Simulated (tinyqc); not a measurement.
Q-state Potts model on a small periodic square lattice: enumeration, Metropolis, heat-bath and Wolff steps. Changing the temperature T. Computed by tinyqc, a small Python program. Command: `OMP_NUM_THREADS=1 python tinyqc.py 3110995 3110996 out.jsonl potts sweep`. One thread of a shared host (Intel(R) Xeon(R) Processor @ 2.30GHz), about 0.01 s of CPU time with the checks.

E = -J x (number of nearest-neighbour bonds with equal states); n x n sites with periodic edges have 2 n^2 bonds. Order parameter m = (q f - 1)/(q - 1), f being the largest share of one state. Sites are numbered row by row from 0. Here q = 2 and n = 4.

Inputs (values chosen for the exercise, for a model of domains or grain orientations): number of states q = 2; edge n = 4; coupling J = 23 meV.

Constants: k_B = 8.617333262e-05 eV/K.

Method:
- K = J/(k_B T); the infinite square lattice orders at K_c = ln(1 + sqrt(q)); Wolff bond probability p = 1 - exp(-K).
- All q^(n^2) states are counted by their number b of equal bonds; weights g(b) exp(K b), K = J/(k_B T). Per site: u = -J <b>/n^2, c/k_B = K^2 (<b^2> - <b>^2)/n^2.
- ln Z = ln sum g(b) exp(K b); entropy per site s/k_B = (ln Z - K <b>)/n^2.
- The same sums with m: <m> and the Binder ratio U = 1 - <m^4>/(3 <m^2>^2).

One run for each value:
```
temperature T (K)  heat capacity c (k_B/site)  entropy s (k_B/site)     <m>  energy u (meV/site)
92                                  1.246e-03                0.0434  1.0000               -46.00
123                                 1.361e-02                0.0450  0.9996               -45.98
164                                 7.654e-02                0.0559  0.9964               -45.84
218                                 2.903e-01                0.1026  0.9761               -45.06
291                                 7.394e-01                0.2498  0.8714               -41.78
388                                 6.524e-01                0.4714  0.6282               -35.36
517                                 2.671e-01                0.5981  0.4329               -30.56
690                                 1.086e-01                0.6483  0.3346               -28.02
920                                 5.108e-02                0.6700  0.2844               -26.55
```

What does the table show, and why?

Over the rows, heat capacity c (k_B/site) goes from 0.00125 through a maximum among these rows, 0.739 at 291, to 0.0511; entropy s (k_B/site) rises from 0.0434 to 0.670 (exponent d ln y / d ln x 0.12 between the first rows and 0.11 between the last); <m> falls from 1.000 to 0.284 (exponent d ln y / d ln x -0.0012 between the first rows and -0.57 between the last). The entropy runs between ln(q)/n^2 = 0.043 and ln q = 0.693 k_B per site.

Extremes, crossings and ranges named in words are read from the listed rows.
